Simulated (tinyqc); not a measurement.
Millisecond and nanosecond annealing: surface heating, thermal budget and solid-phase regrowth. Changing the preheat temperature T0. Computed by tinyqc, a small Python program. Command: `OMP_NUM_THREADS=1 python tinyqc.py 3031798 3031799 out.jsonl flash sweep`. One thread of a shared host (Intel(R) Xeon(R) Processor @ 2.30GHz), about 0.03 s of CPU time with the checks.

A square pulse heats the surface of a thick wafer with constant thermal properties; losses by radiation are neglected and silicon melts at 1414 C.

Inputs (values chosen for the exercise, modelled on hot silicon with phosphorus):
```
quantity                      value        unit
incident fluence               6.78      J/cm^2
pulse length t_p            0.00028           s
reflectance R                  0.36           -
thermal conductivity k         0.26    W/(cm K)
heat capacity per volume c     2.38  J/(cm^3 K)
dopant prefactor D0            4.95      cm^2/s
dopant activation energy E     3.71          eV
regrowth prefactor v0       4.7e+08        cm/s
regrowth energy E_v            2.73          eV
```

Source: scanned laser.

Constants: k_B = 8.617333262e-05 eV/K.

Method:
- Absorbed flux q = (1 - R) fluence/t_p; kappa = k/c. With f(z, t) = (2 q/k) sqrt(kappa t) ierfc(z/(2 sqrt(kappa t))), ierfc(x) = exp(-x^2)/sqrt(pi) - x erfc(x): T = T0 + f(z, t) during the pulse and T0 + f(z, t) - f(z, t - t_p) after it.
- At the surface the rise at the end of the pulse is 2 q sqrt(t_p/(pi k c)); the fluence that just melts the surface scales with (1414 - T0).
- Temperatures in kelvin are T(C) + 273.15.
- Integrate exp(-E/(k_B T(t))) at the surface from 0 to 10 t_p (Gauss-Legendre, 60 points in sqrt(t) up to t_p and 60 in sqrt(t - t_p) after it). (Dt) = D0 x integral with E; regrowth = v0 x integral with E_v; effective time = integral/exp(-E/(k_B T_peak)).

One run for each value; columns: (1) preheat temperature T0 (C); (2) peak temperature (C); (3) diffusion length 2 sqrt(Dt) (nm); (4) effective time over t_p; (5) fluence at the melting threshold (J/cm^2):
```
(1)   (2)     (3)     (4)    (5)
520   892  0.0029  0.1655  16.30
560   932  0.0055  0.1777  15.57
600   972  0.0101  0.1906  14.84
640  1012  0.0179  0.2042  14.11
680  1052  0.0307  0.2187  13.38
720  1092  0.0511  0.2343  12.65
760  1132  0.0829  0.2510  11.92
800  1172  0.1311  0.2691  11.19
840  1212  0.2029  0.2888  10.46
```

Describe and explain the trends.

Over the rows, peak temperature (C) rises from 892 to 1210; diffusion length 2 sqrt(Dt) (nm) rises from 0.00287 to 0.203; effective time over t_p rises from 0.165 to 0.289. At fixed fluence the rise is fixed, so the peak follows T0 one to one and the diffusion length follows it exponentially.

Caution (all rows): equilibrium diffusivities are used; implant damage enhances diffusion, and k and c vary with temperature. Caution (all rows): a diffusion length below the atomic spacing of 0.235 nm means about one jump per atom or fewer, so the profile does not change measurably.

Extremes, crossings and ranges named in words are read from the listed rows.
